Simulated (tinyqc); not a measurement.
Mobility of a non-polar semiconductor in the relaxation-time approximation: one step, computed by the program tinyqc.

Each valley is treated as a sphere of mass m_d for states and rates, with one isotropic relaxation time; the conductivity mass m_c sets the current.

Task: Rates at a few energies. Parabolic band: E = hbar^2 k^2/(2 m), speed v = hbar k/m, states per spin, volume and energy g(E) = m k/(2 pi^2 hbar^2). Here m = m_d. Masses are multiplied by m_0 and all formulas are in SI units. Phonon occupation N_q = 1/(exp(hbar w/(k_B T)) - 1). Acoustic deformation potential (elastic, equipartition, absorption and emission together): 1/tau = 2 pi k_B T D_A^2 g(E)/(hbar rho v_l^2). Optical or intervalley deformation potential: 1/tau = (pi Z_f D_o^2/(rho w)) [N_q g(E + hbar w) + (N_q + 1) g(E - hbar w)], with g = 0 below the band edge. Each optical term is multiplied by (1 - f(E'))/(1 - f(E)), E' the final energy, for Pauli blocking. Singly charged impurities, momentum relaxation: 1/tau = N_I e^4 m (1 + 2 alpha E) Phi/(8 pi (eps_s eps_0)^2 hbar^3 k^3), with alpha = 0 for a parabolic band. Brooks-Herring: Phi = ln(1 + b) - b/(1 + b), b = 4 k^2 L_s^2. Alloy disorder: 1/tau = (2 pi/hbar) Omega x (1 - x) U^2 g(E), Omega = a^3/4 (other conventions for Omega rescale U).

Inputs (values chosen for the exercise, modelled on electrons in germanium):

| quantity | value | unit |
|---|---|---|
| static permittivity eps_s | 16 | - |
| density rho | 5323 | kg/m^3 |
| sound velocity v_l | 5260 | m/s |
| acoustic deformation potential D_A | 12 | eV |
| phonon energy hbar w | 31.6 | meV |
| optical or intervalley deformation potential D_o | 4.3 | 1e8 eV/cm |
| final valleys Z_f | 3 | - |
| temperature T | 200 | K |
| alloy fraction x | 0.21 | - |
| alloy potential U | 0.7 | eV |
| lattice constant a | 5.65 | angstrom |

Band: parabolic. Impurity formula: Brooks-Herring. Further scattering: alloy.

reduced Fermi level eta = -1.571711

density-of-states mass m_d = 0.2208630 m_0

ionised impurity density N_I = 1.10e+18 1/cm^3

screening length L_s = 3.846908 nm

Constants: k_B = 8.617333262e-05 eV/K; k_B = 1.380649e-23 J/K; e = 1.602176634e-19 C; hbar = 1.054571817e-34 J s; m_0 = 9.1093837015e-31 kg; hbar = 6.582119569e-16 eV s; eps_0 = 8.8541878128e-12 F/m.

Give: Rates (1e12/s) at E = (max(eta, 0) + 0.5, 1, 2, 4) k_B T.

Result:

Rates (1e12/s) at E = (max(eta, 0) + 0.5, 1, 2, 4) k_B T:

| E (meV) | acoustic | optical | ionised impurity | alloy |
|---|---|---|---|---|
| 8.62 | 0.846 | 0.163 | 13.87 | 1.148 |
| 17.23 | 1.196 | 0.173 | 8.42 | 1.624 |
| 34.47 | 1.692 | 0.409 | 4.50 | 2.297 |
| 68.94 | 2.392 | 1.105 | 2.19 | 3.248 |
